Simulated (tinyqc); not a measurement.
Thickness, silicon consumed, volume change, sheet resistance: thermodynamics of metal silicides: hull, first phase, silicon consumed, nucleation and stability against SiO2. Computed by tinyqc, a small Python program. Command: `OMP_NUM_THREADS=1 python tinyqc.py 3008585 3008586 out.jsonl silphase walk`. One thread of a shared host (Intel(R) Xeon(R) Processor @ 2.30GHz), about 0.01 s of CPU time with the checks.

Entropies of formation of the solids are neglected, so heats stand for free energies. Si fractions: M2Si 0.3333, MSi 0.5000, MSi2 0.6667.

Inputs (values chosen for the exercise, for a model metal): molar volume of M = 9.09 cm^3/mol; molar volume of Si = 12.06 cm^3/mol; metal thickness t = 28 nm.

Phases: M2Si, MSi, MSi2.

volumes of the three phases per mole of M (cm^3/mol): [13, 17.7, 27.6]

resistivities of the three phases (microohm cm): [26, 23, 21]

Method. Per phase M_a Si_b, for ample silicon (not limited to t_Si): silicide thickness = t V/V_M; silicon consumed = t (b/a) V_Si/V_M; net volume change = V/(V_M + (b/a) V_Si) - 1; the top surface lies (silicide thickness - silicon consumed) above the old interface; sheet resistance = resistivity/thickness.

Films:
```
phase,thickness (nm),Si consumed (nm),volume change (%),top above old interface (nm),sheet resistance (ohm)
M2Si,40.044,18.574,-14.021,21.470,6.4929
MSi,54.521,37.149,-16.312,17.373,4.2185
MSi2,85.017,74.297,-16.893,10.719,2.4701
```

silicon consumed by MSi = 37.149 nm

sheet resistance of MSi = 4.2185 ohm

What does the comparison show, and why?

For a given sheet resistance the silicon consumed goes as resistivity x (b/a)/V: M2Si 1.00, MSi 1.30, MSi2 1.52. It is least for M2Si, which matters on shallow junctions and thin silicon. All three reactions shrink the total volume.

Extremes, crossings and ranges named in words are read from the listed rows.
